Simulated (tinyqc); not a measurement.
Comparisons within one model: polytypes by hexagonality, and a cubic inclusion as a quantum well. A value that a table varies takes the place of the one given here.

Gap: E3 + (E2 - E3) h. Valence top Ev2 h and polarisation P2 h, both counted from 3C; Ec = Ev + gap.

A cubic inclusion of width L = N d in the host (h = 1) is a well of depth V = Ec(host) - Ec(3C). Square well with mass mismatch: k tan(k L/2) = (m_w/m_b) q, k = sqrt(m_w E/c), q = sqrt(m_b (V - E)/c), c = hbar^2/2m0, lowest root. The depth of the level, V - E, is its binding, and the transition to the valence top of the host is gap(host) - (V - E). The step in polarisation gives a field |F| = |P|/(eps eps0) in a thin inclusion, eps0 = 8.8541878e-12 F/m.

Constants: hbar^2/2m0 = 3.80998211 eV angstrom^2.

Parameters, chosen for this exercise (of the order of those of GaN; shifted at random, so the results belong to these values and not to a real crystal): E3 = 3.28 eV (gap of the cubic polytype); E2 = 3.52 eV (gap of 2H); Ev2 = 0.061 eV (valence top of 2H above that of 3C); P2 = -0.0209 C/m^2 (spontaneous polarisation of 2H); m = (0.193, 0.206) m0 (electron mass along c in the cubic layer and in the host); d = 2.593 angstrom (thickness of a double layer); eps = 9.2 (dielectric constant); N = 2 (double layers in the cubic inclusion).

## Width of the inclusion

Without the field: square well. With it, the potential inside is |F| (z - L/2), the host conduction edge lies at V - |F| L/2 on one side and V + |F| L/2 on the other, and the lowest level E_F is found by finite differences (step 0.25 angstrom, wide box, good to about 1 meV). Holes sit in the host on the high side, so the transition is gap(host) - V + E_F - |F| L/2. A dash: bound by less than 2 meV or not at all.

Results:
```
N   L (angstrom)  depth (eV)  transition (eV)  depth below the low side, with field (eV)  transition with field (eV)
1           2.59       0.008            3.512                                          -                           -
2           5.19       0.029            3.491                                          -                           -
3           7.78       0.056            3.464                                          -                           -
4          10.37       0.084            3.436                                      0.004                       3.250
6          15.56       0.134            3.386                                      0.010                       3.111
8          20.74       0.172            3.348                                      0.012                       2.975
12         31.12       0.219            3.301                                      0.013                       2.708
```

The square well binds a level even at N = 1 (8 meV), as any symmetric one-dimensional well does; the depth grows to 219 of 301 meV, and the transition tends to E3 - Ev(host) = 3.219 eV. With the field the level is bound by 2 meV or more for N = 4, 6, 8 and 12, and the transition is lowered by 185 meV at N = 4 and 593 meV at N = 12, where |F| L/2 = 399 meV. Free carriers or surface charge screen the field and the step between the two sides; with the field removed every row returns to its square-well depth, and the attraction to the hole, left out here, binds the electron further.

## What each parameter does

Well depth, depth of the level, transition without the field and field. Each row changes one parameter from the base and keeps the others.

Results:
```
case                   V (eV)  depth (eV)  transition (eV)  |F| (MV/cm)
base                   0.3010      0.0287           3.4913        2.566
N = 3                  0.3010      0.0560           3.4640        2.566
Ev2 = 0.091 eV         0.3310      0.0343           3.4857        2.566
E3 = 3.26 eV           0.3210      0.0324           3.4876        2.566
E2 = 3.55 eV           0.3310      0.0343           3.5157        2.566
P2 = -0.0272 C/m^2     0.3010      0.0287           3.4913        3.339
eps = 10.2             0.3010      0.0287           3.4913        2.314
m = (0.232, 0.206) m0  0.3010      0.0290           3.4910        2.566
```

The largest shifts from the base row, up to three for each result and ties (the steps differ in size, so this ranks the rows, not the parameters). V (eV): Ev2 +0.0300, E2 +0.0300, E3 +0.0200; unchanged at the printed digits by N, P2, eps and m. depth (eV): N +0.0273, Ev2 +0.0056, E2 +0.0056; unchanged at the printed digits by P2 and eps. transition (eV): N -0.0273, E2 +0.0244, Ev2 -0.0056; unchanged at the printed digits by P2 and eps. |F| (MV/cm): P2 +0.773, eps -0.252; unchanged at the printed digits by N, Ev2, E3, E2 and m.

Computed by tinyqc, a small Python program: `OMP_NUM_THREADS=1 python tinyqc.py 1851191 1851192 out.jsonl` (the numbers bound the seed that draws the inputs); one thread of a shared host (Intel(R) Xeon(R) Processor @ 2.30GHz), about 0.06 s for the whole set of steps.
